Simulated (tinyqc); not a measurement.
Luttinger-Kohn k.p, four valence bands, step by step. Computed by tinyqc, a small Python program that keeps every step. Settings: g1 = 6.26, g2 = 0.8, g3 = 1.35. Command: `OMP_NUM_THREADS=1 python tinyqc.py 30227 30228 out.jsonl` (the two numbers bound the seeds that draw the settings). One thread of a shared host (Intel(R) Xeon(R) Processor @ 2.60GHz), about 0.01 s of CPU time with the checks.

## Bloch Hamiltonian at k

Luttinger parameters chosen for this model; energies are counted downward from the top of the valence band:
```
parameter     value  unit
g1         6.260000
g2         0.800000
g3         1.350000
```

k point k (1/angstrom): -0.0310  0.0380  0.0190

P = c g1 k^2, Q = c g2 (kx^2 + ky^2 - 2 kz^2), R = c sqrt3 [-g2 (kx^2 - ky^2) + 2i g3 kx ky], S = 2 c sqrt3 g3 (kx - i ky) kz, c = hbar^2/2m = 3.809982 eV angstrom^2; rows [P+Q, -S, R, 0], [-S*, P-Q, 0, R], [R*, 0, P-Q, S], [0, R*, S*, P+Q]. The path ends lie at |k| = 0.03 1/angstrom.

H(k) at k (eV):
```
                 3/2             1/2             -1/2             -3/2
3/2           0.0711  0.0105+0.0129i   0.0025-0.0210i           0.0000
1/2   0.0105-0.0129i          0.0608           0.0000   0.0025-0.0210i
-1/2  0.0025+0.0210i          0.0000           0.0608  -0.0105-0.0129i
-3/2          0.0000  0.0025+0.0210i  -0.0105+0.0129i           0.0711
```

## Levels at k

Diagonalise the Hermitian matrix.

eigenvalues (eV): 0.0386  0.0386  0.0933  0.0933

## Bands along a path

The same steps at evenly spaced points between the labelled ones.

Bands along the path (eV):
```
k             band 1  band 2  band 3  band 4
[111]         0.0122  0.0122  0.0307  0.0307
[111]-G 0.33  0.0054  0.0054  0.0137  0.0137
[111]-G 0.67  0.0014  0.0014  0.0034  0.0034
G             0.0000  0.0000  0.0000  0.0000
G-[100] 0.33  0.0018  0.0018  0.0030  0.0030
G-[100] 0.67  0.0071  0.0071  0.0120  0.0120
[100]         0.0160  0.0160  0.0270  0.0270
```

## Hole masses

E = c [g1 k^2 -/+ 2 sqrt(g2^2 k^4 + 3 (g3^2 - g2^2)(kx^2 ky^2 + ky^2 kz^2 + kz^2 kx^2))] with c = hbar^2/2m, and m* = hbar^2 k^2 / (2 E).

Masses (electron masses):
```
direction   heavy   light
[100]      0.2146  0.1272
[110]      0.2639  0.1145
[111]      0.2809  0.1116
```
